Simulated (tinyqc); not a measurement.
# Image-sensor pixel with a pinned photodiode, signal and noise, step by step

Computed by the program tinyqc: `OMP_NUM_THREADS=1 python tinyqc.py 2630047 2630048 out.jsonl`, one thread of a shared Intel Xeon 2.30GHz, about 0.01 s for the whole run. Printed values are rounded.

A buried n layer between a heavily doped p+ surface layer and a p layer is emptied into a floating diffusion, read through a source follower with correlated double sampling (reset noise cancelled). One-dimensional abrupt junctions; no blooming, lag or crosstalk.

Values chosen for this exercise; material values close to those of silicon:
- T = 273 K (temperature)
- Eg = 1.11 eV (band gap)
- eps_r = 11.6 (relative permittivity of the semiconductor)
- Nc = 2.47e19 cm^-3 (conduction-band density of states at T)
- Nv = 2.32e19 cm^-3 (valence-band density of states at T)
- A = 0.72 um^2 (photodiode area)
- Nn = 7.3e16 cm^-3 (doping of the buried n layer)
- a = 340 nm (thickness of that layer)
- Np = 9.1e15 cm^-3 (doping of the p layer below)
- Vb = 0.8 V (built-in voltage)
- Cf = 1.2 fF (floating-diffusion capacitance)
- dV = 0.8 V (usable swing of the floating diffusion)
- As = 0.92 (source-follower gain)
- vn = 120 uV (read noise at the output)
- al = 0.127 1/um (absorption coefficient (light near 750 nm))
- Rf = 0.15 (optical loss before the silicon)
- x1 = 0.1 um (dead layer)
- x2 = 2.5 um (depth of collection)
- tg = 0.0068 s (generation lifetime)
- Wd = 1.3 um (depleted depth)
- Jd = 1.5e7 x 1e-20 cm^4/s (diffusion dark flux per ni^2)
- pr = 0.6 % (gain non-uniformity)
- ti = 1 ms (exposure)
- Ph = 66 (photons on the photodiode per exposure)

Constants: q = 1.602176634e-19 C, kB = 1.380649e-23 J/K, Vt = kB T/q, eps0 = 8.8541878128e-14 F/cm where lengths are in cm. Results are converted to the units shown.

## Pinning voltage and diode capacity

With k = 1 + Nn/Np, the two depletion regions meet at depth x = a sqrt(k)/(1 + sqrt(k)) from the p+ side; pinning voltage Vp = q Nn x^2/(2 eps0 eps_r) - Vb. Electrons in the diode at zero bias: Nn A [a - x0 (1 + 1/sqrt(k))], x0 = sqrt(2 eps0 eps_r Vb/(q Nn)).

k = 9.02198
x = 255.078 nm
Vp = 2.90460 V
diode capacity = 9566.00 electrons

## Full well, conversion gain and read noise

Floating-diffusion limit Cf dV/q; full well FW is the smaller of the two; conversion gain CG = q As/Cf; read noise in electrons vn/CG. Reset noise sqrt(kB T Cf)/q is listed for comparison.

floating-diffusion limit = 5991.85 electrons
FW = 5991.85 electrons
CG = 122.834 uV/electron
read noise = 0.976932 electrons
reset noise = 13.2740 electrons

The floating diffusion limits the full well. Without double sampling the reset noise would be 13.6 times the read noise.

## Quantum efficiency and dark current

QE = (1 - Rf)[exp(-al x1) - exp(-al x2)]. ni = sqrt(Nc Nv) exp(-Eg/(2 Vt)), Eg in volts; dark rates ni Wd A/tg (generation) and Jd ni^2 A (diffusion).

QE = 0.220502
ni = 1.35953e9 cm^-3
generation rate = 0.187136 electrons/s
diffusion rate = 0.00199619 electrons/s

Of the light that enters, 1.3 % is lost in the dead layer and 73 % passes the collecting depth.

## Noise budget

Signal S = QE Ph; variance = S + dark rate x ti + (read noise)^2 + (pr S)^2; SNR = 20 log10(S/noise); dynamic range 20 log10(FW/noise at S = 0).

S = 14.5531 electrons
variances (electrons^2): photon shot 14.5531, dark shot 1.89132e-4, read 0.954396, non-uniformity 0.00762454
noise = 3.93895 electrons
SNR = 11.3515 dB
dynamic range = 75.7531 dB

The largest part, 93.8 % of the variance, is photon shot noise.
